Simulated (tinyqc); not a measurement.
What each parameter does: quantum-confined Stark effect in a modulator well.

Envelopes on cells of 0.5 angstrom over the well |z| < L/2 and 45 angstrom of barrier on each side, psi = 0 beyond, psi'/m continuous (mean mass between points), c = hbar^2/2m0. The electron sees + e F z and the hole - e F z, each with its offset in the barriers; 1 kV/cm = 1e-5 eV/angstrom. Light holes, band mixing and escape by tunnelling are left out.

Exciton: in-plane function exp(-rho/lam), 1/mu = 1/me + 1/mp, E(lam) = c/(mu lam^2) - (q/eps) times the integral over k of Fm(k)(1 + (k lam/2)^2)^(-3/2), Fm(k) the double integral of psi_e^2 psi_h^2 exp(-k |z - z'|), q = e^2/(4 pi eps0); binding Eb = -E at the minimum. Line at Eg + E_e + E_h - Eb, strength proportional to overlap^2/lam^2.

Constants: hbar^2/2m0 = 3.80998211 eV angstrom^2; e^2/(4 pi eps0) = 14.39964547 eV angstrom; hc = 1239.841984 eV nm.

Parameters, chosen for this exercise (near those of an InGaAs well in InAlAs; shifted at random, so the results belong to these values and not to a real crystal):
- L = 78 angstrom (well width)
- Vc = 0.492 eV (conduction offset)
- Vv = 0.211 eV (heavy-hole offset)
- me = 0.0425 m0 (electron, well)
- meb = 0.0756 m0 (electron, barrier)
- mh = 0.352 m0 (heavy hole along z, well)
- mhb = 0.44 m0 (heavy hole, barrier)
- Eg = 0.753 eV (gap of the well)
- mp = 0.111 m0 (heavy hole in the plane)
- eps = 13.4 (dielectric constant)
- F = 162 kV/cm (field)

Zero-field line, shift at F, overlap^2 and Eb at F.

One parameter was then changed.

Results before and after:

| case | line (nm) | shift (meV) | overlap^2 | Eb (meV) |
|---|---|---|---|---|
| base | 1498.5 | -22.04 | 0.574 | 5.66 |
| changed | 1507.0 | -22.84 | 0.557 | 5.60 |

Which of these changes was made? (a) mh = 0.299 m0; (b) Vc = 0.394 eV; (c) L = 68 angstrom; (d) eps = 12.1; (e) me = 0.0489 m0; (f) Vv = 0.264 eV; (g) F = 130 kV/cm.

Answer: (b) Vc = 0.394 eV. Of the candidates, run in turn, only this one gives the changed row.

All candidates:

| case | line (nm) | shift (meV) | overlap^2 | Eb (meV) |
|---|---|---|---|---|
| base | 1498.5 | -22.04 | 0.574 | 5.66 |
| L = 68 angstrom | 1468.6 | -15.48 | 0.702 | 6.02 |
| F = 130 kV/cm | 1498.5 | -14.80 | 0.668 | 5.80 |
| Vc = 0.394 eV | 1507.0 | -22.84 | 0.557 | 5.60 |
| Vv = 0.264 eV | 1497.7 | -20.98 | 0.592 | 5.71 |
| me = 0.0489 m0 | 1506.9 | -22.08 | 0.565 | 6.07 |
| mh = 0.299 m0 | 1496.0 | -21.45 | 0.600 | 5.67 |
| eps = 12.1 | 1500.6 | -21.91 | 0.574 | 6.72 |

tinyqc: `OMP_NUM_THREADS=1 python tinyqc.py 1250242 1250243 out.jsonl`; about 0.2 s, one thread, shared Intel(R) Xeon(R) Processor @ 2.30GHz.
